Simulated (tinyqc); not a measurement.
The same layer on three faces: model-solid line-up of a strained alloy layer on a substrate.

All values of the alloy are linear in x but the gap, Eg(x) = (1 - x) Eg_A + x Eg_B - C x (1 - x), and the valence edge, Ev(x) = (1 - x) Ev_A + x Ev_B + fv C x (1 - x); Ec = Ev + Eg. Ev is the top of the unstrained valence band on a scale common to all materials. In the layer only the Gamma valley of the conduction band is followed, also where an X or L valley would lie lower.

Coherent growth: e_par = (a_s - a)/a. (001): e_perp = -2 (C12/C11) e_par; exx = eyy = e_par, ezz = e_perp, no shear. (111): e_perp = -(2 C11 + 4 C12 - 4 C44)/(C11 + 2 C12 + 4 C44) e_par; exx = eyy = ezz = (2 e_par + e_perp)/3 and exy = eyz = ezx = (e_perp - e_par)/3. (110): e_perp = -(C11 + 3 C12 - 2 C44)/(C11 + C12 + 2 C44) e_par; exx = eyy = (e_par + e_perp)/2, ezz = e_par, exy = (e_perp - e_par)/2, eyz = ezx = 0.

Strained edges: Ec + ac tr(e); the valence edges are Ev plus the levels of the 6 x 6 matrix of X, Y, Z times spin with -Dso/3 + l exx + m (eyy + ezz) on the diagonal (cyclic), n exy off it, l = av + 2 b, m = av - b, n = sqrt(3) d. Spin-orbit term (Dso/3) L.sigma on X, Y, Z with (L_k)_ij = -i epsilon_kij: <X+|H|Y+> = -i Dso/3, <X+|H|Z-> = Dso/3, <Y+|H|Z-> = -i Dso/3, <Z+|H|X-> = -Dso/3, <Z+|H|Y-> = i Dso/3, <X-|H|Y-> = i Dso/3, and their conjugates; + and - are the spin along z.

Inputs chosen for the exercise (A near InAs, B near AlAs, substrate near InAs; the results hold for these values, not for the real material):
```
symbol  value           unit      meaning
a       (6.059, 5.657)  angstrom  lattice constant of A, B
Eg      (0.415, 3.102)  eV        gap at Gamma to the s-like level of A, B
Dso     (0.386, 0.279)  eV        spin-orbit splitting of A, B
Ev      (-0.59, -1.34)  eV        top of the unstrained valence band of A, B
ac      (-5.04, -5.69)  eV        conduction deformation potential of A, B
av      (1, 2.49)       eV        valence hydrostatic potential of A, B
b       (-1.81, -2.29)  eV        tetragonal shear potential of A, B
d       (-3.56, -3.39)  eV        trigonal shear potential of A, B
C11     (84.2, 124.4)   GPa       of A, B
C12     (45.7, 54)      GPa       of A, B
C44     (40.1, 53.5)    GPa       of A, B
C       0.571           eV        bowing of the gap
fv      0.2                       share of the bowing taken by the valence edge
a_s     6.059           angstrom  substrate
x       0.04                      fraction of B
```

Composition and substrate are kept.

Cases:
```
face
(001)
(111)
(110)
```

Rank the cases by gap (eV), lowest first.

Answer: (111), (110), (001).

Results:
```
face   e_perp (%)  tr(e) (%)  shift of Ec (meV)  shift of Ev (meV)  valence splitting (meV)  gap (eV)
(001)      -0.285      0.247              -12.5               13.2                     20.7    0.4748
(111)      -0.151      0.381              -19.3               13.0                     17.5    0.4683
(110)      -0.178      0.354              -17.9               13.0                     18.2    0.4696
```

The layer yields most along the normal on (001) and least on (111), so the volume change, and with it the shift of Ec, is largest on (111). The valence splitting, set by b on (001), by d on (111) and by both on (110), is largest on (001). The gaps span 7 meV, from (111) to (001).

Computed by tinyqc, a small Python program: `OMP_NUM_THREADS=1 python tinyqc.py 1081185 1081186 out.jsonl` (the numbers bound the seed that draws the inputs); one thread of a shared host (Intel(R) Xeon(R) Processor @ 2.30GHz), about 0.02 s for the whole set of steps.
